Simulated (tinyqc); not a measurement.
# Biaxially strained (001) channel, valley splitting in an inversion layer, step by step

Computed by the program tinyqc: `OMP_NUM_THREADS=1 python tinyqc.py 2530043 2530044 out.jsonl`, one thread of a shared Intel Xeon 2.30GHz, about 0.01 s for the whole run. Printed values are rounded.

A thin layer grown on a relaxed buffer is stretched in the plane. The two valleys with their long axis along the growth direction (D2) sink against the four in-plane ones (D4); confinement in a triangular well splits them too. Only the lowest subband of each set is kept; one relaxation time, so the weakening of intervalley scattering is left out.

Inputs (values chosen for the exercise); values close to those of silicon on relaxed silicon-germanium:
```
symbol   value   unit                                meaning
T          400      K                            temperature
x         0.37         germanium share of the relaxed buffer
b1      0.0418                   lattice mismatch per unit x
c11        167    GPa                       elastic constant
c12       65.9    GPa                       elastic constant
Xu        9.19     eV            shear deformation potential
ml       0.902     m0                      longitudinal mass
mt       0.196     m0                        transverse mass
F         1.09  MV/cm                        confining field
Ns      1.1e12  cm^-2                      inversion density
bv       0.384     nm                         Burgers vector
```

Constants: q = 1.602176634e-19 C, kB = 1.380649e-23 J/K, hbar = 1.054571817e-34 J s, m0 = 9.1093837015e-31 kg, Vt = kB T/q, hbar^2/(2 m0) = 0.0380998212 eV nm^2. Results are converted to the units shown.

## Strain, stress and splitting

e_par = b1 x, e_perp = -2 (c12/c11) e_par, splitting D = Xu (e_par - e_perp), in-plane stress (c11 + c12 - 2 c12^2/c11) e_par.

e_par = 1.54660 %
e_perp = -1.22061 %
D = 254.307 meV
stress = 2.79765 GPa

## Subband edges and densities of states

Levels E(m) = 2.33811 (hbar^2 q^2 F^2/(2 m))^(1/3): E2 = E(ml), E4 = E(mt) + D; N2 = 2 mt kB T/(pi hbar^2), N4 = 4 sqrt(mt ml) kB T/(pi hbar^2).

E2 = 0.185804 eV
E4 = 0.563363 eV
N2 = 5.64438e12 cm^-2
N4 = 2.42171e13 cm^-2

Of the gap E4 - E2 = 378 meV, confinement gives 123 meV.

## Iteration 1: critical thickness by substitution

h at the start = 2 nm

Critical thickness (Matthews-Blakeslee, 60-degree dislocations): h = bv (1 - nu/4)[ln(h/bv) + 1]/(4 pi e_par (1 + nu)), nu = c12/(c11 + c12). The right side gives h(new); e_par = b1 x.

h after iteration 1 = 3.79279 nm

## Iteration 2: critical thickness by substitution

As before.

h after iteration 2 = 4.70863 nm

## Course of the iteration: critical thickness by substitution

Stop when h changes by less than 1e-7 nm, or after 60 iterations.

Course of the iteration:
```
iteration   h (nm)  |change| (nm)
1          3.79279           1.79
2          4.70863          0.916
3          5.01817          0.310
4          5.10928         0.0911
5          5.13504         0.0258
6          5.14223        7.19e-3
7          5.14423        2.00e-3
8          5.14479        5.58e-4
9          5.14495        1.55e-4
10         5.14499        4.31e-5
11         5.14500        1.20e-5
12         5.14501        3.34e-6
13         5.14501        9.28e-7
14         5.14501        2.58e-7
15         5.14501        7.18e-8
```

Converged in 15 iterations. At the end each change is about 0.28 times the one before: linear convergence.

## Share of the light valleys and conductivity mass

EF = 0.132845 eV

EF solves Ns = N2 ln(1 + exp((EF - E2)/Vt)) + N4 ln(1 + exp((EF - E4)/Vt)); f2 is the share in D2, and 1/mc = f2/mt + (1 - f2)(1/mt + 1/ml)/2.

f2 = 0.999917
mc = 0.196006 m0

Without strain f2 would be 0.884 and mc 0.205 m0, so repopulation alone gains 4.7 % in mobility.
